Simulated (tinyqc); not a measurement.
Inside a calculation: deep level as a short-range spherical well. Values are carried at full precision from step to step, so a last printed digit may differ when a step is redone from the rounded ones.

A spherical well of radius R and depth V0 below the conduction edge, one mass m, c = hbar^2/2m0. The s level at binding Et solves k cot(k R) = -kappa with k = sqrt(m (V0 - Et)/c), kappa = sqrt(m Et/c); it exists for V0 > Vc = c (pi/2R)^2/m. Outside, psi falls as exp(-kappa r)/r.

Constants: hbar^2/2m0 = 3.80998211 eV angstrom^2; fine-structure constant alpha = 0.007297352564; hc = 1239.841984 eV nm; kB = 8.617333262e-05 eV/K; hbar = 6.58211957e-16 eV s.

Inputs chosen for the exercise (near those of InP; the results hold for these values, not for the real material): R = 3.9 angstrom (radius of the well); V0 = 10.38 eV (depth of the well); m = 0.076 m0 (mass); n_r = 3.11 (refractive index); gv = 1 (valleys); sn = 3 x 1e-16 cm^2 (capture cross-section); T = 350 K (temperature).

## The bound level

Solve for Et; the share outside is [sin^2(kR)/(2 kappa)]/[sin^2(kR)/(2 kappa) + R/2 - sin(2kR)/(4k)].

Et = 0.3194 eV
k = 0.4480 1/angstrom
kappa = 0.0798 1/angstrom
share outside = 0.739
Vc = 8.132 eV

The well is 1.28 times the critical depth. Since dEt/dV0 equals the share inside, 0.26, a 1 % change of V0 moves Et by 8.5 %. The decay length is 12.5 angstrom, 3.2 times R.

## Peak of the photo-ionisation cross-section

Lucovsky model (delta well, plane-wave final states, no local-field factor): sigma = (32 pi alpha c/(3 n_r m Et)) (x - 1)^(3/2)/x^3, x = h nu/Et, c = hbar^2/2m0; 1 angstrom^2 = 1e-16 cm^2.

The maximum lies at x = 2. Give the photon energy, its wavelength and sigma there.

h nu = 0.639 eV
wavelength = 1941 nm
sigma = 154 x 1e-18 cm^2

With 74 % of the state outside the well the delta-well form is a fair model.

## Thermal emission

Thermal emission e = sn v Nc exp(-Et/kB T), v = sqrt(6 c kB T/m)/hbar, Nc = 2 gv (m kB T/(4 pi c))^(3/2), c = hbar^2/2m0, one mass for both, degeneracy ratio 1; 1 angstrom = 1e-8 cm.

Give v, Nc, e and 1/e.

v = 4.576 x 1e7 cm/s
Nc = 0.6625 x 1e18/cm^3
e = 2.29e+05 1/s
1/e = 4.37e-06 s

## Checks

- Et from the radial equation on a grid against the matching condition, eV: both 0.32.

Program tinyqc; command `OMP_NUM_THREADS=1 python tinyqc.py 1281074 1281075 out.jsonl`; about 0.01 s on one thread of a shared Intel(R) Xeon(R) Processor @ 2.30GHz.
